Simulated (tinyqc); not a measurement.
Inside a calculation. Method: geometry optimisation on the RHF/sto-3g surface (energies and gradients from PySCF), for H3+, spin multiplicity 1. One step of it, computed by the program tinyqc.

Problem. Step 1: move. Quasi-Newton step p = -H^(-1) g (first H = 0.6 times the unit matrix); steps longer than 0.1 bohr are cut back (factor 0.383 here).

positions at the start (bohr), order 1H, 2H, 3H:
$$\begin{pmatrix}
-0.022677 & 0.015118 & -0.041574 \\
-0.126612 & -0.083148 & 1.613826 \\
-0.032125 & 1.305801 & 0.797464
\end{pmatrix}$$

gradient (hartree/bohr), order 1H, 2H, 3H:
$$\begin{pmatrix}
-0.00278945 & 0.05510109 & 0.07501863 \\
0.00521217 & 0.04402510 & -0.06230161 \\
-0.00242272 & -0.09912618 & -0.01271702
\end{pmatrix}$$

Give: positions after step 1.

Solution.

positions after step 1 (bohr), order 1H, 2H, 3H:
$$\begin{pmatrix}
-0.0209 & -0.0201 & -0.0895 \\
-0.1299 & -0.1113 & 1.6536 \\
-0.0306 & 1.3691 & 0.8056
\end{pmatrix}$$
